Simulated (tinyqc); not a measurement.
Worked calculation: G0W0 on RHF in the 6-31g basis, for H2, spin multiplicity 1. One step of it, computed by the program tinyqc.

Task: Screening: direct RPA. With D = e_a - e_i and K = (ia|jb): diagonalise D^(1/2) (D + 4K) D^(1/2) = Z w^2 Z^T; X + Y = D^(1/2) Z w^(-1/2), each column of Z with its largest component positive (the first on a tie); E_c = (sum w - tr (D + 2K)) / 2.

orbital energies (hartree): [-0.617675, 0.256615, 0.742242, 1.504953]

Two-electron integrals over orbitals (pq|rs), unique and non-zero (hartree):
```
(11|11) 0.677204    (21|21) 0.072476    (22|11) 0.431176    (22|22) 0.382385
(31|11) 0.176267    (31|22) 0.045027    (31|31) 0.112667    (32|21) -0.024731
(32|32) 0.038176    (33|11) 0.539175    (33|22) 0.376841    (33|31) 0.119083
(33|33) 0.461035    (41|21) -0.077521   (41|32) -0.014011   (41|41) 0.144927
(42|11) -0.143241   (42|22) -0.050263   (42|31) -0.069613   (42|33) -0.092276
(42|42) 0.062590    (43|21) -0.073190   (43|32) 0.003706    (43|41) 0.120106
(43|43) 0.114715    (44|11) 0.692317    (44|22) 0.439760    (44|31) 0.209120
(44|33) 0.556919    (44|42) -0.166560   (44|44) 0.772906
```

Give: D^(1/2) (D + 4K) D^(1/2); excitation energies w; X + Y; RPA correlation energy.

Result:

D^(1/2) (D + 4K) D^(1/2) (hartree^2), order 1>2, 1>3, 1>4:
```
[[1.0178, 0.0000, -0.4224],
 [0.0000, 2.4622, 0.0000],
 [-0.4224, 0.0000, 5.7361]]
```

excitation energies w (hartree): [0.9901, 1.5692, 2.4028]

X + Y, order 1>2, 1>3, 1>4:
```
[[0.9360, 0.0000, -0.0534],
 [0.0000, 0.9309, 0.0000],
 [0.1295, 0.0000, 0.9362]]
```

RPA correlation energy = -0.027441 hartree
